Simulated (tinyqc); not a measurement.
Stretching the bonds: Weaire-Thorpe hybrids on a Bethe lattice: gap and dangling bond of an amorphous tetrahedral solid.

Parameters, chosen for this exercise (out of a larger set: of the size of tabulated hybrid energies for amorphous silicon; not measured data): V1 = 1.85 eV (coupling of two hybrids on one atom); V2 = 4.43 eV (coupling of the two hybrids of a bond).

V2 is scaled as (d0/d)^2 and V1 stays. Bound 2 V2 - 4 V1; tree V2 - 2 V1 + sqrt(V2^2 + 4 V1^2 - 2 sqrt3 V1 V2); a negative bound means that a network with rings may have no gap.

Against d/d0:
```
d/d0  V2 (eV)  V2/V1  bound (eV)  tree (eV)
0.96    4.807  2.598       2.214      3.554
0.98    4.613  2.493       1.825      3.238
1.00    4.430  2.395       1.460      2.949
1.02    4.258  2.302       1.116      2.687
1.04    4.096  2.214       0.792      2.449
1.07    3.869  2.092       0.339      2.135
1.15    3.350  1.811      -0.701      1.505
```

Give the missing row, d/d0 = 1.10.

Computed row:
```
d/d0  V2 (eV)  V2/V1  bound (eV)  tree (eV)
1.10    3.661  1.979      -0.078      1.867
```

The bound falls by 177 meV for each per cent of stretch near d0 and vanishes at d/d0 = 1.094, inside the table. Weak, stretched bonds therefore put states closest to the edges, one origin of band tails.

(tinyqc, `OMP_NUM_THREADS=1 python tinyqc.py 1480138 1480139 out.jsonl`, Intel(R) Xeon(R) Processor @ 2.30GHz, 1 thread, shared host, about 0.02 s.)
